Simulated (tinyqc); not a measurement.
# Trap density from one capacitance

Problem. Traps spread evenly through the insulator exchange electrons with the semiconductor by tunnelling, with tau(x) = t0 exp(2 ka x) at depth x from the interface. The admittance per area Y seen at depth x obeys dY/dx = -Y^2/(i w eps0 eox) + q Nb ln(1 + i w tau)/tau, with Y(0) = i w Cs and w = 2 pi f; the gate sees Y(tox) = G + i w C. Working variable y = Y/(i w), in uF/cm^2. Cox = eps0 eox/tox. Find Nb and G/w.

Inputs (values chosen for the exercise):

| symbol | value | unit | meaning |
|---|---|---|---|
| eox | 8.85 |  | relative permittivity of the insulator |
| tox | 7.2 | nm | insulator thickness |
| Cs | 0.64 | uF/cm^2 | semiconductor capacitance in accumulation |
| ka | 5.3 | 1/nm | decay constant of the wave function in the insulator |
| t0 | 2e-11 | s | time constant of a trap at the interface |
| f | 10000 | Hz | frequency |

Constants: q = 1.602176634e-19 C, eps0 = 8.8541878128e-14 F/cm where lengths are in cm. Results are converted to the units shown.

C = 0.94486969 uF/cm^2

Solution. C rises steadily with Nb, so one density matches; in practice ka and t0 must come from the frequency dependence.

Nb = 1.500e20 cm^-3 eV^-1
G/w = 0.03215 uF/cm^2

Program tinyqc, `OMP_NUM_THREADS=1 python tinyqc.py 2202248 2202249 out.jsonl`; Intel Xeon 2.30GHz, shared host, one thread, about 0.5 s.
